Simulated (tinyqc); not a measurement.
Lossy package transmission line with skin effect: two steps of the calculation.

A uniform line in a homogeneous dielectric: c = sqrt(er)/(c0 Z0), l = Z0 sqrt(er)/c0 (c0 = 299792458 m/s), g = w c td, w = 2 pi f. The resistance joins its limits as r = sqrt(r_dc^2 + r_hf^2), with r_dc = rho/(wd th), r_hf = kr rho/(2 delta (wd + th)), delta = sqrt(rho/(pi f mu0)), mu0 = 4 pi 1e-7 H/m; this is an interpolation, and internal inductance, up to 0.05 nH/mm at low frequency, is neglected.

Values chosen for this exercise:
- len = 2.5 mm (length)
- Rg = 50 ohm (source resistance)
- RL = 1e5 ohm (load resistance)
- CL = 100 fF (load capacitance)
- f = 1.3 GHz (frequency)

Question 1. Propagation constant and impedance. gamma = sqrt((r + i w l)(g + i w c)) = alpha + i beta, Zc = sqrt((r + i w l)/(g + i w c)), roots with positive real part; loss 8.685889638 alpha in dB; phase velocity w/beta.

r = 0.15194940 ohm/mm
l = 0.32886104 nH/mm
c = 91.350290 pF/m
g = 0.0074616204 S/m

Give: gamma len; Zc; loss; phase velocity over c0; r/(w l).

Answer 1.

gamma len = 0.0037+0.1120i
Zc = 60.03-1.40i ohm
loss = 0.01294 dB/mm
phase velocity over c0 = 0.6084
r/(w l) = 0.05657

Question 2. Reflection, input impedance and transfer. ZL = 1/(1/RL + i w CL); reflection (ZL - Zc)/(ZL + Zc); Zin = Zc (ZL + Zc tanh(gamma len))/(Zc + ZL tanh(gamma len)); H = V_load/V_source = [Zin/(Zin + Rg)]/[cosh(gamma len) + (Zc/ZL) sinh(gamma len)].

gamma len = 0.00372423+0.11195461i
Zc = 60.030205-1.396168i ohm

Give: ZL; reflection at the load; Zin; H; |H|.

Answer 2.

ZL = (0.015-1.224i) x 1e3 ohm
reflection at the load = 0.9918-0.0975i
Zin = 4.2-369.7i ohm
H = 0.9921-0.1348i
|H| = 0.01073 dB

Numbers from tinyqc (`OMP_NUM_THREADS=1 python tinyqc.py 2810188 2810189 out.jsonl`; about 0.01 s on one thread of a shared Intel Xeon 2.30GHz).
